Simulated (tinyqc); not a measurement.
# Mobility, diffusion coefficient and lifetime from two collectors

Problem. For an injected sheet in a field F the peak time tp at distance L obeys u^2 tp^2 + 2 D tp = L^2 with u^2 = v^2 + 4 D/tau, and the pulse area goes as exp(L (v - u)/(2 D)); v = mu F. Find u, D, mu and tau without using the Einstein relation.

Values chosen for this exercise: sweep field along the drift F = 25 V/cm.

distances (um): [190, 450]
peak times (us): [3.03424242, 7.38063833]
ratio of the areas, far over near = 0.106455342

Solution. The two peak times give two linear equations for u^2 and D; the area ratio gives v - u, and u^2 - v^2 = 4 D/tau gives tau.

u = 5.98e3 cm/s
D = 5.25 cm^2/s
mu = 203 cm^2/(V s)
tau = 2.10e-6 s

Computed by the program tinyqc: `OMP_NUM_THREADS=1 python tinyqc.py 2310135 2310136 out.jsonl`, one thread of a shared Intel Xeon 2.30GHz, about 0.01 s for the whole run.
